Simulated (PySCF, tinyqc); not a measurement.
Ways to converge the cycle: SCF convergence aids in the 3-21g basis, for H3+, spin multiplicity 1. Computed by the program tinyqc with PySCF. Command: `OMP_NUM_THREADS=1 python tinyqc.py 110799 110800 out.jsonl`; one thread of a shared host (Intel(R) Xeon(R) Processor @ 2.60GHz), about 0.4 s.

Geometry (angstrom):
```
atom       x       y        z
H     0.0000  0.0000   0.0000
H     0.0000  0.0000   1.0790
H     0.0000  0.6150  -0.9230
```

lowest restricted solution found by these runs and by PySCF = -1.179202 hartree

RHF with one setting changed at a time; a run stops when the energy changes by less than 1e-09 hartree and the error matrix is below 1e-5. The start is the Wolfsberg-Helmholz matrix. Damping d keeps d of the old density; a shift (hartree) raises the virtual levels; DIIS n extrapolates F over n matrices.

Largest element of the error matrix X^T (FDS - SDF) X:
```
iteration    plain  damping 0.3  damping 0.6  shift 0.4   DIIS 3   DIIS 8
1          1.7e-01      1.7e-01      1.7e-01    1.7e-01  1.7e-01  1.7e-01
2          3.4e-02      7.6e-02      1.2e-01    6.4e-02  3.4e-02  3.4e-02
3          6.3e-03      3.3e-02      8.0e-02    2.3e-02  1.2e-03  1.2e-03
4          1.2e-03      1.4e-02      5.4e-02    8.6e-03  1.2e-04  1.2e-04
5          2.4e-04      6.1e-03      3.7e-02    3.2e-03  5.0e-06  6.4e-06
6          4.7e-05      2.7e-03      2.5e-02    1.2e-03  6.0e-07  7.8e-08
8          2.0e-06      5.0e-04      1.1e-02    2.0e-04        -        -
10               -      9.4e-05      5.1e-03    4.4e-05        -        -
14               -      3.4e-06      1.1e-03          -        -        -
20               -            -      1.0e-04          -        -        -
30               -            -      2.1e-06          -        -        -
```

How each run ends:
```
run          iterations  E (hartree)         state
plain                 8     -1.17920  lowest found
damping 0.3          17     -1.17920  lowest found
damping 0.6          37     -1.17920  lowest found
shift 0.4            13     -1.17920  lowest found
DIIS 3                6     -1.17920  lowest found
DIIS 8                6     -1.17920  lowest found
```

6 of 6 runs reach the lowest restricted solution found, in 6 to 37 iterations (fastest: DIIS 3, DIIS 8). Plain steps already contract here, so damping only slows them. DIIS 3 and DIIS 8 gain by cancelling the error over several earlier matrices, much as a quasi-Newton step does. The restricted reference is unstable here: a spin-polarised solution lies 0.0002 hartree lower (PySCF), so results built on it describe a poor reference.
